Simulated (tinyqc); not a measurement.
Inside a calculation. Method: plane-wave Kohn-Sham cycle with exchange-only LDA in a layered model solid. One step of it, computed by the program tinyqc.

Question. Iteration 1: levels at that k. Diagonalise the Hermitian matrix.

H (hartree), lower triangle:
```
           -2         -1         +0         +1        +2
-2   0.445799
-1  -0.085000  -0.101701
+0   0.000000  -0.085000  -0.284201
+1   0.000000   0.000000  -0.085000  -0.101701
+2   0.000000   0.000000   0.000000  -0.085000  0.445799
```

Give: eigenvalues.

Answer.

eigenvalues (hartree): -0.3457  -0.1146  -0.0535  0.4587  0.4591
